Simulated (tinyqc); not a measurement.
Hubbard ring of 4 sites, step by step. Computed by tinyqc, a small Python program that keeps every step. Settings: hopping = 1.37, U = 5.9, mixing = 1, iteration cap = 52. Command: `OMP_NUM_THREADS=1 python tinyqc.py 22353 22354 out.jsonl` (the two numbers bound the seeds that draw the settings). One thread of a shared host (Intel(R) Xeon(R) Processor @ 2.60GHz), about 0.3 s of CPU time with the checks. Later iterations appear only in the table of the cycle.

## Mean-field iteration 1

one-body matrix (hopping and site energies) (eV):
```
           1          2          3          4
1   0.270000  -1.370000   0.000000  -1.370000
2  -1.370000  -0.460000  -1.370000   0.000000
3   0.000000  -1.370000  -0.660000  -1.370000
4  -1.370000   0.000000  -1.370000  -1.000000
```

U = 5.900000 eV

electrons, up and down: 2  2

mixing = 1

n(up) at the start (a guess, not normalised): 1 0.550000, 2 0.450000, 3 0.550000, 4 0.450000

n(down) at the start (a guess): 1 0.450000, 2 0.550000, 3 0.450000, 4 0.550000

H(up) = T + U n(down), H(down) = T + U n(up); fill the lowest levels; n(new) = n + mixing (n(out) - n); E = tr T (rho up + rho down) + U sum n_up n_down of the output.

levels, up (eV): -0.305051  2.435827  2.540185  5.279039

levels, down (eV): -0.354265  1.933946  3.020485  5.349834

energy = -2.423227 eV

n(up) after iteration 1: 1 0.502429, 2 0.257676, 3 0.746908, 4 0.492987

n(down) after iteration 1: 1 0.149182, 2 0.755771, 3 0.265303, 4 0.829744

## Mean-field iteration 2

As before.

levels, up (eV): -0.623928  1.033535  3.946229  5.594164

levels, down (eV): -0.496944  1.530100  3.474008  5.442835

energy = -3.744070 eV

n(up) after iteration 2: 1 0.860230, 2 0.129638, 3 0.874459, 4 0.135673

n(down) after iteration 2: 1 0.191385, 2 0.868193, 3 0.145326, 4 0.795096

## Mean-field iteration 3

As before.

levels, up (eV): -0.904768  0.941705  4.080916  5.832147

levels, down (eV): -1.224357  0.092271  4.816231  6.265855

energy = -4.110565 eV

n(up) after iteration 3: 1 0.844100, 2 0.099129, 3 0.906207, 4 0.150563

n(down) after iteration 3: 1 0.073355, 2 0.907692, 3 0.096980, 4 0.921973

## Convergence

Each step fills the lowest levels of T + U n(other spin) and sets n(new) = n + mixing (n(out) - n); stop when output and input agree to 1e-8.

Course of the cycle:
```
iteration       E (eV)  largest |n(out) - n(in)|  mean |n_up - n_down|
1          -2.42322721                  3.01e-01              0.417426
2          -3.74406984                  3.58e-01              0.698989
3          -4.11056483                  1.27e-01              0.789986
4          -4.15182402                  4.71e-02              0.821685
5          -4.15433404                  7.92e-03              0.827866
6          -4.15446085                  2.27e-03              0.829566
7          -4.15446708                  3.61e-04              0.829891
8          -4.15446738                  1.05e-04              0.829976
9          -4.15446740                  1.69e-05              0.829993
10         -4.15446740                  5.06e-06              0.829997
11         -4.15446740                  8.15e-07              0.829998
12         -4.15446740                  2.48e-07              0.829998
13         -4.15446740                  4.10e-08              0.829998
14         -4.15446740                  1.23e-08              0.829998
15         -4.15446740                  2.10e-09              0.829998
```

local moments n_up - n_down: 1 0.825766, 2 -0.832528, 3 0.834231, 4 -0.827468

Converged in 15 iterations. Before convergence this energy mixes input and output and is not variational, so it may rise towards its limit.

## Exact diagonalisation (36 states)

Lowest levels of the sector, and the double occupancy of the lowest state.

lowest levels (eV): -4.633568  -4.217850  -3.236401  -2.943199  -2.933434  -1.850000

double occupancy per site = 0.068487

The mean-field solution above lies 0.4791 eV above the exact energy.

## The lowest level by Lanczos steps

From a random start vector (not printed): a_j = <q_j|H|q_j>, b_j = norm of the remainder after orthogonalising; the Ritz value is the lowest eigenvalue of the tridiagonal matrix of a and b so far.

Lanczos:
```
j   a_j (eV)  b_j (eV)  lowest Ritz value (eV)
1   3.005612  4.681850              3.00561217
2   3.479283  6.090854             -1.44538907
3   5.172448  4.441577             -3.83952705
4   4.861374  3.488934             -4.42948329
5   5.598683  5.294658             -4.52394861
6   3.419336  4.032297             -4.58399659
7   4.860382  3.260951             -4.61483106
8   4.823425  4.775197             -4.62143377
9   3.016409  4.008829             -4.62551621
10  4.346911  4.378515             -4.62799809
```
